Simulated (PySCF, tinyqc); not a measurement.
Inside a calculation. Method: RHF in the sto-3g basis, for Li-, spin multiplicity 1. The basis has no diffuse functions, so it cannot describe the extra electron: this is an exercise in the method, not the real anion. The lowest restricted solution is unstable here: a spin-polarised one lies 0.0041 hartree lower (PySCF). One step of it, computed by the program tinyqc.

Problem. Iteration 4: DIIS coefficients. Solve [B -1; -1 0][c; lambda] = [0; -1] for the coefficients, which sum to one.

B (overlaps of the stored error matrices):
```
,1,2
1,7.8995990e-01,4.3622280e-01
2,4.3622280e-01,2.4570772e-01
```

Give: DIIS coefficients.

Solution.

DIIS coefficients: -1.1672  2.1672
